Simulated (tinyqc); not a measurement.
Inside a calculation. Method: plane-wave Kohn-Sham cycle with exchange-only LDA in a layered model solid. One step of it, computed by the program tinyqc.

Task: Iteration 2: Hamiltonian at one k. H(m,m') = (k + G_m)^2/2 delta + V(G_m - G_m'), with V(-G) = V(G).

A solid whose potential varies along x alone (atomic units):
```
parameter                      value
period a                   15.300000
cross-section of the cell  22.000000
electrons per cell                 4
grid points                       16
plane waves -n..n, n               3
k points                           2
V1 in V1 cos(2 pi x/a)     -0.470000
V2 in V2 cos(4 pi x/a)      0.140000
```

V(G_m), m = 0, 1, 2, ... (hartree): [-0.219242, 0.011612, 0.071432, -0.002484, -0.000450, -0.000127, 0.000170]

k = 0.250000 2 pi / a

Give: H.

Result:

H (hartree), order -3, -2, -1, +0, +1, +2, +3:
$$\begin{pmatrix}
0.4185 & 0.0116 & 0.0714 & -0.0025 & -0.0004 & -0.0001 & 0.0002 \\
0.0116 & 0.0390 & 0.0116 & 0.0714 & -0.0025 & -0.0004 & -0.0001 \\
0.0714 & 0.0116 & -0.1718 & 0.0116 & 0.0714 & -0.0025 & -0.0004 \\
-0.0025 & 0.0714 & 0.0116 & -0.2140 & 0.0116 & 0.0714 & -0.0025 \\
-0.0004 & -0.0025 & 0.0714 & 0.0116 & -0.0875 & 0.0116 & 0.0714 \\
-0.0001 & -0.0004 & -0.0025 & 0.0714 & 0.0116 & 0.2076 & 0.0116 \\
0.0002 & -0.0001 & -0.0004 & -0.0025 & 0.0714 & 0.0116 & 0.6714
\end{pmatrix}$$
